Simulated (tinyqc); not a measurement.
Interface traps by the conductance method, a continuum of levels: two steps of the calculation.

MOS capacitor on an n-type substrate; psi is the band bending, negative in depletion; only majority carriers are counted. The traps exchange electrons with the conduction band; their admittance lies in parallel with Cd, and that pair in series with Cox and Rs. w = 2 pi f.

Inputs (values chosen for the exercise):
- f = 2600 Hz (signal frequency)

Problem 1. Parallel conductance and capacitance. With x = w tau: Gp/w = Cit ln(1 + x^2)/(2 x), Cp = Cd + Cit arctan(x)/x.

Cd = 31.597462 nF/cm^2
tau = 4.2147545e-4 s
Cit = 3.5247886 nF/cm^2

Give: x; Gp/w; Cp.

Solution 1.

x = 6.8853
Gp/w = 0.99305 nF/cm^2
Cp = 32.328 nF/cm^2

The peak of Gp/w lies at x = 1.98 with the height 0.402 Cit; this frequency gives 0.282 Cit.

Problem 2. Extraction from the readings. Ignoring Rs: Gp/w = w Cox^2 Gm/[Gm^2 + w^2 (Cox - Cm)^2].

Cox = 127.89382 nF/cm^2
Cm = 25.808939 nF/cm^2
Gm/w = 0.63272075 nF/cm^2

Find: extracted Gp/w.

Solution 2.

extracted Gp/w = 0.99305 nF/cm^2

Computed by the program tinyqc: `OMP_NUM_THREADS=1 python tinyqc.py 2030001 2030002 out.jsonl`, one thread of a shared Intel Xeon 2.30GHz, about 0.01 s for the whole run.
